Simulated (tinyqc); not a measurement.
Resonant-tunnelling diode, transfer matrices and Tsu-Esaki current: one step of the calculation.

Emitter (band edge 0), barrier d1, well Lw, barrier d2, collector (edge -V). The bias drops linearly over these layers and none in the contacts; each layer is cut into ns equal slices, flat at the value of their centres. E is the energy of motion across the layers, C = hbar^2/(2 m0), psi and psi'/m are continuous. Transport is coherent, T(E) is taken as independent of the transverse momentum, and charge in the well is ignored.

Question. Current from the resonance alone. J = J0 times the integral over E > 0 of T(E) N(E), N = ln[(1 + exp((Ef - E)/Vt))/(1 + exp((Ef - V - E)/Vt))], J0 = q^2 mw m0 kB T/(2 pi^2 hbar^3) (times 1e-4 for A/cm^2 per eV). For a sharp resonance J = J0 (pi G/2) Tp N(Er), with Er the peak energy, Tp the peak transmission and G the full width at half maximum (in eV). The three values given are estimates from a parabola through three points of 1/T(E).

Inputs (values chosen for the exercise); masses and offsets of a made-up heterostructure: temperature T = 300 K; mass in the well, spacer and contacts mw = 0.029 m0; Fermi energy of both contacts above their band edges Ef = 0.16 eV; bias of the collector V = 0.27 V.

Constants: q = 1.602176634e-19 C, kB = 1.380649e-23 J/K, hbar = 1.054571817e-34 J s, m0 = 9.1093837015e-31 kg, Vt = kB T/q. Results are converted to the units shown.

Er = 0.095917386 eV
Tp = 0.86161337
G = 17.807439 meV

Find: J0; N(Er); J.

Answer.

J0 = 1.2133e7 A/(cm^2 eV)
N(Er) = 2.5590
J = 748.27 kA/cm^2

The full integral over T(E) gives 674.0 kA/cm^2; the value above is 11 % above it.

Computed by the program tinyqc: `OMP_NUM_THREADS=1 python tinyqc.py 2600067 2600068 out.jsonl`, one thread of a shared Intel Xeon 2.30GHz, about 0.2 s for the whole run.
